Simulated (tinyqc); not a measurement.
From edge over centre, full model back to bath conductivity kappa: electroplating on a thin resistive seed layer: kinetics, Wagner number and the terminal effect across a wafer. Computed by tinyqc, a small Python program. Command: `OMP_NUM_THREADS=1 python tinyqc.py 3121537 3121538 out.jsonl terminal inv`. One thread of a shared host (Intel(R) Xeon(R) Processor @ 2.30GHz), about 0.06 s of CPU time with the checks.

Current enters the seed at the rim. The bath is treated as a local resistance per area (no lateral flow in the liquid), two electrons per ion, molar volume 7.11 cm^3/mol, Faraday constant F = e N_A, kinematic viscosity 0.01 cm^2/s, omega = 2 pi x rpm/60; k_B T/e is in volts.

Inputs (values chosen for the exercise, of the order of those for copper plating on a thin cobalt or ruthenium seed):
```
quantity                               value         unit
wafer radius R                            10           cm
seed thickness t                         130           nm
seed resistivity                          11  microohm cm
gap to the anode h                       7.7           cm
extra resistance of a porous plate         0     ohm cm^2
exchange current density i_0             0.1      mA/cm^2
cathodic transfer coefficient alpha     0.71            -
mean current density                     3.8      mA/cm^2
diffusivity of the metal ion         4.6e-06       cm^2/s
metal ion concentration                 0.59        mol/L
rotation rate                             30          rpm
temperature T                            298            K
```

Constants: e = 1.602176634e-19 C; N_A = 6.02214076e+23 1/mol; k_B = 8.617333262e-05 eV/K.

Method:
- Growth rate = i V_m/(2 F). Levich limit i_L = 0.62 x 2 F D^(2/3) omega^(1/2) nu^(-1/6) c. Tafel overpotential eta = (k_B T/(alpha e)) ln(i/i_0); kinetic resistance k_B T/(alpha e i); bath resistance h/kappa + plate; R_s = resistivity/t; Wagner number = kinetic resistance x kappa/R.
- Linearised: with R_t = kinetic + bath resistance the current density obeys (1/r)(r i')' = i R_s/R_t, so i = A I_0(r/l), l = sqrt(R_t/R_s); with x = R/l, edge/centre = I_0(x) and edge/mean = x I_0(x)/(2 I_1(x)).
- Voltage drop in the seed for a uniform current: i R_s R^2/4.
- Full model: seed potential phi(r) with (1/r)(r phi')' = R_s i, where i solves phi = R_b i + (k_B T/(alpha e)) ln(i/i_0) (phi being the driving voltage left at r); phi'(0) = 0 and phi'(R) = R_s i_mean R/2. Solved by collocation to a tolerance of 1e-7.

Task: A run gave the result below. Find the bath conductivity kappa, known to lie between 0.021 and 0.078 S/cm.

edge over centre, full model = 1.110866

Result:

Each step takes the trial c = (a f_b - b f_a)/(f_b - f_a), f being the result less the target and a, b, c the logarithms of the listed values; c replaces end b, the old b replaces a if the sign of f changed, and otherwise f_a is halved.

Scan of the range:
```
bath conductivity kappa (S/cm)  edge over centre, full model
0.0210                                               1.05703
0.0261                                               1.07068
0.0325                                               1.08769
0.0405                                               1.10879
0.0504                                               1.13464
0.0627                                               1.16634
0.0780                                               1.20513
```

False position (Illinois rule, in the logarithm of the input) inside the bracket:
```
step      end a      end b      trial  edge over centre, full model
1     0.0405000  0.0504000  0.0412167                       1.11067
2     0.0504000  0.0412167  0.0412832                       1.11085
3     0.0504000  0.0412832  0.0412954                       1.11088
4     0.0412832  0.0412954  0.0412899                       1.11087
```

Edge over centre, full model rises at every point of a 13-point scan of the range (every second point is shown), so one value fits; it is bracketed by 0.0405 and 0.0504. Answer: bath conductivity kappa = 0.04129 S/cm.
